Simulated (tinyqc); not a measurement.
Hot carriers by balance equations with a heated Maxwellian. Changing the optical or intervalley deformation potential D_o. Computed by tinyqc, a small Python program. Command: `OMP_NUM_THREADS=1 python tinyqc.py 3028232 3028233 out.jsonl hot sweep`. One thread of a shared host (Intel(R) Xeon(R) Processor @ 2.30GHz), about 0.04 s of CPU time with the checks.

The carriers follow a Maxwellian at an electron temperature T_e, slightly displaced; the drift energy is neglected against k_B T_e. The balance averages the rate, not the time, so mu_0 lies below the relaxation-time value.

Inputs (values chosen for the exercise, modelled on holes in silicon):
```
quantity                            value    unit
effective mass m                    0.506     m_0
density rho                          2329  kg/m^3
sound velocity v_l                   8870     m/s
acoustic deformation potential D_A    5.5      eV
phonon energy hbar w                 64.2     meV
final valleys Z_f                       1       -
lattice temperature T                 350       K
electric field F                      7.1   kV/cm
iteration cap                         300       -
```

Band: parabolic. Solver: Newton.

Constants: k_B = 8.617333262e-05 eV/K; k_B = 1.380649e-23 J/K; e = 1.602176634e-19 C; hbar = 1.054571817e-34 J s; m_0 = 9.1093837015e-31 kg; hbar = 6.582119569e-16 eV s.

Method:
- Parabolic band: E = hbar^2 k^2/(2 m), speed v = hbar k/m, states per spin, volume and energy g(E) = m k/(2 pi^2 hbar^2). Masses are multiplied by m_0 and all formulas are in SI units.
- Phonon occupation N_q = 1/(exp(hbar w/(k_B T)) - 1).
- Acoustic deformation potential (elastic, equipartition, absorption and emission together): 1/tau = 2 pi k_B T D_A^2 g(E)/(hbar rho v_l^2).
- Optical or intervalley deformation potential: 1/tau = (pi Z_f D_o^2/(rho w)) [N_q g(E + hbar w) + (N_q + 1) g(E - hbar w)], with g = 0 below the band edge.
- Averages over the Maxwellian, <y> = int y x^(1/2) exp(-x) dx / int x^(1/2) exp(-x) dx with x = E/(k_B T_e), split at x_0 = hbar w/(k_B T_e): 64 Gauss-Legendre points in sqrt(x) below it and 128 in sqrt(x - x_0) above it, up to x = 32. Momentum balance: mu(T_e) = e/(m nu), nu = <x (sum of rates)>/<x>. Power lost per carrier: P(T_e) = hbar w <emission rate - absorption rate> + <(2 m v_l^2/(k_B T)) (E - 2 k_B T) acoustic rate>.
- Energy relaxation time at weak heating: tau_E = (3/2) k_B / (dP/dT_e), the derivative by a central difference of +/- 0.5 K at T_e = T.
- Newton: h(T_e) = P - e mu F^2, T_new = T_e - h/h', with h' by a central difference of +/- 0.5 K, limited to the range T to 3 T_e.
- Start at T_e = 1.5 T; stop when T_e moves by less than 1e-6 K or exceeds 1e6 K.
- v = mu(T_e) F; warm-carrier coefficient (mu/mu_0 - 1)/F^2.

One run for each value; columns: (1) optical or intervalley deformation potential D_o (1e8 eV/cm); (2) drift velocity (1e7 cm/s); (3) electron temperature T_e (K); (4) energy relaxation time tau_E (ps); (5) low-field mobility mu_0 (cm^2/(V s)):
```
(1)       (2)     (3)     (4)     (5)
1.0   0.39319  2166.7  13.731  1399.7
1.5   0.40968  1844.9   8.467  1369.3
2.2   0.43825  1393.9   4.719  1310.4
3.2   0.46987   950.1   2.454  1202.5
4.7   0.47334   640.8   1.195  1018.5
6.9   0.42006   474.2   0.568   766.0
10.0  0.31785   396.4   0.273   507.7
15.0  0.19168   362.7   0.122   281.3
```

Over the rows, drift velocity (1e7 cm/s) goes from 0.393 through a maximum among these rows, 0.473 at 4.70, to 0.192; electron temperature T_e (K) falls from 2170 to 363 (exponent d ln y / d ln x -0.40 between the first rows and -0.22 between the last); energy relaxation time tau_E (ps) falls from 13.7 to 0.122 (exponent d ln y / d ln x -1.2 between the first rows and -2.0 between the last).

Caution (rows 1.00, 1.50, 2.20): k_B T_e exceeds 0.12 eV, where non-parabolicity and a non-Maxwellian tail matter. Caution (rows 6.90, 10.0, 15.0): the drift energy m v^2/2 is not small against the heating (3/2) k_B (T_e - T), so T_e - T is rough.

Extremes, crossings and ranges named in words are read from the listed rows.
